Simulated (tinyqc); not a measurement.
What moves the results: band folding and unfolding in a supercell of a chain. A value that a table varies takes the place of the one given here.

A chain with hopping -t and n = 4 sites a supercell. H(K) has v_j on the diagonal, -t between neighbours and -t exp(2 pi i K) on the bond that closes the cell (from the last site to the first of the next cell). The point K holds the n wave vectors k_m = (K + m)/n of the primitive zone, in 2 pi/a, m = 0 to n - 1, with E0 = -2t cos(2 pi k_m). The unfolding weight of a state c on k_m is |sum_j c_j exp(-2 pi i k_m j)|^2/n, j = 0 to n - 1.

Values chosen for the exercise: t = 0.65 eV (hopping); v = (0.91, 0, 0, 0) eV (site energies in the supercell); Kq = 0.34 2 pi/(n a) (wave vector in the small zone).

## Minigaps against first-order theory

Gap i lies between minibands i and i + 1, at K = 1/2 for odd i and K = 0 for even i, where k = +/- i/(2n) are degenerate; first order gives 2|V_i|, the Fourier component V_q = (1/n) sum_j v_j exp(-2 pi i q j/n) for q equal to the number of the gap. Computed for the potential at full and at half strength.

Gaps (eV):
```
i  E0 at the crossing  2|V_i|     gap  gap at half strength
1             -0.9192  0.4550  0.3486                0.1998
2              0.0000  0.4550  0.4059                0.2207
3              0.9192  0.4550  0.5614                0.2552
```

The largest miss of first order is 106 meV, at i = 1 and 3; the potential spans 1.40 t.

## From folded lines to real minibands

The potential is scaled by x. For the lowest level at K: energy, second-order estimate E0(k_0) + x V_0 - x^2 sum_m |V_m|^2/(E0(k_m) - E0(k_0)), weight on k_0, and width of the lowest miniband between K = 0 and 1/2.

Lowest level:
```
x      E (eV)  second order (eV)  weight on k_0  miniband width (eV)
0.00  -1.1190            -1.1190          1.000               0.3808
0.25  -1.0715            -1.0724          0.986               0.3297
0.50  -1.0389            -1.0466          0.954               0.2886
1.00  -1.0002            -1.0569          0.884               0.2280
1.50  -0.9794            -1.1498          0.830               0.1868
2.00  -0.9668            -1.3255          0.792               0.1574
3.00  -0.9525            -1.9250          0.744               0.1189
4.00  -0.9447            -2.8552          0.715               0.0952
```

Second order is -56.6 meV off at x = 1 and -972 meV at x = 3. The weight on the parent k falls to 0.88 at x = 1 and 0.72 at x = 4, and the miniband narrows from 0.381 to 0.095 eV as the state gathers on the low sites. While the weight stays near one the primitive band is still the right picture and the folded copies carry little spectral weight.

## What each change does

The two lowest levels at K and the weight of the lowest on k_0. Each row changes one parameter from the base and keeps the others.

Results:
```
case                     level 1 (eV)  level 2 (eV)  weight
base                          -1.0002       -0.4384  0.8840
t = 0.715 eV                  -1.1061       -0.5014  0.8957
v = (-0.91, 0, 0, 0) eV       -1.5330       -0.8156  0.7777
Kq = 0.33 2 pi/(n a)          -1.0076       -0.4246  0.8923
```

The largest shifts from the base row, up to three for each result and ties (the steps differ in size, so this ranks the rows, not the parameters). level 1 (eV): v -0.5328, t -0.1058, Kq -0.0073. level 2 (eV): v -0.3772, t -0.0630, Kq +0.0138. weight: v -0.1063, t +0.0118, Kq +0.0083.

Program tinyqc; command `OMP_NUM_THREADS=1 python tinyqc.py 1450762 1450763 out.jsonl`; about 0.01 s on one thread of a shared Intel(R) Xeon(R) Processor @ 2.30GHz.
